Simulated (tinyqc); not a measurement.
Input admittance of a MOSFET at zero drain bias: distributed channel and distributed gate: two steps of the calculation.

Source and drain grounded, strong inversion, w = 2 pi f, Cox = eps0 eox/tox. The channel is an RC line of resistance 1/(mu Cox Vo) per square fed from both ends, so one finger has the intrinsic admittance y = i w Cox L tanh(g)/g per width, g = (1/2) sqrt(i w tau), tau = L^2/(mu Vo). The vertical resistance rv/L is in series with y, the overlaps 2 i w Cov in parallel: y_t = 1/(1/y + rv/L) + 2 i w Cov. The gate strip is a line of Rsh/L per length loaded by y_t, so a finger has Y = y_t Wf tanh(k)/k, k = (Wf/sd) sqrt(y_t Rsh/L); the device has Nf Y.

Parameters, values chosen for the exercise; values of the order met in silicon radio-frequency transistors:
- eox = 3.9 (relative permittivity of the gate insulator (close to silicon dioxide))
- tox = 2.3 nm (insulator thickness)
- L = 0.2 um (channel length)
- Wf = 8.9 um (finger width)
- Nf = 16 (number of fingers)
- mu = 310 cm^2/(V s) (channel mobility)
- Vo = 0.77 V (gate overdrive)
- Rsh = 15 ohm/square (sheet resistance of the gate)
- rv = 0 ohm um^2 (vertical resistivity of the gate stack)
- sd = 2 (number of ends at which a finger is contacted)
- Cov = 0.18 fF/um (overlap and fringe capacitance on each side)
- f = 29 GHz (frequency)

Constants: eps0 = 8.8541878128e-14 F/cm where lengths are in cm. Results are converted to the units shown.

Problem 1. Admittance of the channel and stack per width. tau, g, c = Cox L, y and y_t as defined.

Find: tau; g; c; y; y_t.

Solution 1.

tau = 1.6757 ps
g = 0.19537+0.19537i
c = 3.0027 fF/um
y = 13.91+546.71i uS/um
y_t = 13.91+612.31i uS/um

w tau = 0.305, and Im y is 0.999 of w c.

Problem 2. Input impedance of the device. k and Y as defined; Z = 1/(Nf Y) = R + 1/(i w C); Q = |Im Z|/R; signal at the point farthest from a contact |1/cosh k|.

y_t = 13.90875+612.30534i uS/um

Wanted: k; Nf Y; R; C; Q; signal at the far point.

Solution 2.

k = 0.6820+0.6667i
Nf Y = 24.76+77.80i mS
R = 3.714 ohm
C = 470.2 fF
Q = 3.142
signal at the far point = 0.9287

Program tinyqc, `OMP_NUM_THREADS=1 python tinyqc.py 2262205 2262206 out.jsonl`; Intel Xeon 2.30GHz, shared host, one thread, about 0.01 s.
